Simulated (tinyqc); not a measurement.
Rapid thermal processing of a wafer: radiative balance, ramp and cooling, pattern effects, pyrometer error and spike budget: one step, computed by the program tinyqc. Command: `OMP_NUM_THREADS=1 python tinyqc.py 3113741 3113742 out.jsonl rtp walk`. One thread of a shared host (Intel(R) Xeon(R) Processor @ 2.30GHz), about 0.04 s of CPU time with the checks.

The wafer is opaque and uniform through its thickness unless said otherwise; temperatures in formulas are in kelvin (C + 273.15). sigma = 5.670374419e-12 W/(cm^2 K^4).

Task: Pattern effect. At steady state a sinusoidal change of absorbed power of relative amplitude a and period p gives the temperature amplitude a q/(dq/dT + k d (2 pi/p)^2); healing length l = sqrt(k d/(dq/dT)); process change = E_a dT/(k_B T^2). Emissivity is taken as unchanged.

Inputs (values chosen for the exercise, modelled on a hot silicon wafer):
```
quantity                                        value        unit
wafer thickness d                                 625  micrometre
thermal conductivity k                           0.21    W/(cm K)
wall temperature T_w                              300           K
process temperature                               753           C
relative change of absorptivity over a pattern     14           %
period of the pattern                              38          mm
activation energy of the process E_a              2.7          eV
```

dq/dT = 30.11826 mW/(cm^2 K)

holding power q = 8.518694 W/cm^2

Constants: k_B = 8.617333262e-05 eV/K.

Give: healing length l; amplitude without lateral conduction; amplitude; change of the process rate.

Result:

healing length l = 6.601 mm

amplitude without lateral conduction = 39.60 K

amplitude = 18.07 K

change of the process rate = 53.77 %

Lateral conduction cuts the amplitude to 46 %, since p/(2 pi l) = 0.92.
